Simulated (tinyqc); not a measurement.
Shallow acceptor in the spherical four-band model: sweeps and comparisons. A value that a table varies takes the place of the one given here.

The ground state 1S3/2 has an L = 0 part f(r) and an L = 2 part g(r). In units of Ry* and a*, with Gaussians f_i = exp(-a_i r^2), g_i = r^2 exp(-a_i r^2), A = a_i + a_j and I(n) = Gamma((n + 1)/2)/(2 A^((n + 1)/2)): S_ff = I(2), S_gg = I(6), H_ff = (6 a_i a_j/A) I(2) - 2 I(1), H_gg = (14 a_i a_j/A) I(6) - 2 I(5), H_fg = -mu [15 I(2) - 20 a_j I(4) + 4 a_j^2 I(6)]; each function is then normalised. The split-off band is left out.

Converged values use 22 exponents 2.2^i, i = -7 to 14, for f and for g.

Units Ry* = Ry/(g1 eps^2) and a* = a0 eps g1; mu = (6 g3 + 4 g2)/(5 g1) is the spherical heavy-light coupling and delta = (g3 - g2)/g1 the cubic term, which is left out.

Constants: Ry = 13.60569312 eV; a0 (Bohr radius) = 0.5291772105 angstrom.

Parameters, chosen for this exercise (near those of a shallow acceptor in Si, where the small spin-orbit splitting and strong warping make this model rough; shifted at random, so the results belong to these values and not to a real crystal):

| symbol | value | unit | meaning |
|---|---|---|---|
| mus | (0.11, 0.3, 0.53, 0.61, 0.72, 0.81, 0.91) |  | couplings |
| rc | 2 | angstrom | radius of the central cell |
| Vs | (2, 0, -0.5, -1.5, -2.5, -3.5) | eV | central-cell strengths |
| g1 | 4.31 |  | Luttinger gamma1 |
| g2 | 0.34 |  | gamma2 |
| g3 | 1.45 |  | gamma3 |
| eps | 11.8 |  | dielectric constant |

## Strength of the heavy-light coupling

Ry* = 22.6715 meV

Converged values in Ry* and a*; the heavy-mass hydrogen model gives 1/(1 - mu).

Results:

| mu | binding (Ry*) | 1/(1 - mu) | ratio | L = 2 weight | <r> (a*) | binding (meV) |
|---|---|---|---|---|---|---|
| 0.11 | 1.011 | 1.124 | 0.900 | 0.005 | 1.486 | 22.9 |
| 0.30 | 1.089 | 1.429 | 0.762 | 0.039 | 1.396 | 24.7 |
| 0.53 | 1.350 | 2.128 | 0.634 | 0.124 | 1.160 | 30.6 |
| 0.61 | 1.530 | 2.564 | 0.597 | 0.166 | 1.039 | 34.7 |
| 0.72 | 1.960 | 3.571 | 0.549 | 0.237 | 0.832 | 44.4 |
| 0.81 | 2.695 | 5.263 | 0.512 | 0.307 | 0.621 | 61.1 |
| 0.91 | 5.255 | 11.111 | 0.473 | 0.398 | 0.331 | 119.1 |

The binding starts as 1 + O(mu^2), 1.011 at mu = 0.11, since the coupling enters in second order, and reaches 5.25 at mu = 0.91. The ratio to the heavy-mass model falls from 0.90 to 0.47, towards about 0.44 as mu goes to 1: the bound hole is only partly heavy. The L = 2 weight grows to 0.40 and the radius shrinks by a factor 4.5.

## Central-cell correction

mu = 0.46682
a* = 26.913 angstrom

A short-range term V exp(-r^2/rc^2) is added (negative: attracts the hole); its elements are V S (A/(A + 1/rc^2))^(3/2) for f and ^(7/2) for g, in the same units.

Results:

| V (eV) | 1S binding (meV) | 2S binding (meV) | <r> (angstrom) | L = 2 weight |
|---|---|---|---|---|
| 2.0 | 26.5 | 7.49 | 35.7 | 0.093 |
| 0.0 | 28.3 | 7.72 | 33.4 | 0.095 |
| -0.5 | 29.0 | 7.81 | 32.6 | 0.096 |
| -1.5 | 30.8 | 8.02 | 30.8 | 0.097 |
| -2.5 | 33.4 | 8.31 | 28.5 | 0.099 |
| -3.5 | 37.7 | 8.75 | 25.4 | 0.102 |

From V = 0 to -3.5 eV the 1S binding grows by 9.4 meV (33 %) and the 2S binding by 1.03 meV, so the chemical shift sits mainly in the ground state. A repulsion of 2 eV removes 1.8 meV. The slope is 4.33 meV per eV over the last step against 0.92 on the repulsive side, since attraction pulls the state into the cell: the route from a shallow to a deep level.

## What each parameter does

Converged values. Each row changes one parameter from the base and keeps the others.

Results:

| case | mu | Ry* (meV) | binding (meV) | <r> (angstrom) |
|---|---|---|---|---|
| base | 0.467 | 22.67 | 28.33 | 33.4 |
| g1 = 4.65 | 0.433 | 21.01 | 25.35 | 37.1 |
| g2 = 0.29 | 0.458 | 22.67 | 28.05 | 33.7 |
| g3 = 1.33 | 0.433 | 22.67 | 27.37 | 34.4 |
| eps = 10.9 | 0.467 | 26.57 | 33.20 | 30.8 |

The largest shifts from the base row, up to three for each result and ties (the steps differ in size, so this ranks the rows, not the parameters). mu: g1 -0.034, g3 -0.033, g2 -0.009; unchanged at the printed digits by eps. Ry* (meV): eps +3.90, g1 -1.66; unchanged at the printed digits by g2 and g3. binding (meV): eps +4.87, g1 -2.98, g3 -0.96. <r> (angstrom): g1 +3.7, eps -2.5, g3 +1.0. g1 acts twice: it lowers Ry* and it lowers mu.

(tinyqc, `OMP_NUM_THREADS=1 python tinyqc.py 1252415 1252416 out.jsonl`, Intel(R) Xeon(R) Processor @ 2.30GHz, 1 thread, shared host, about 0.05 s.)
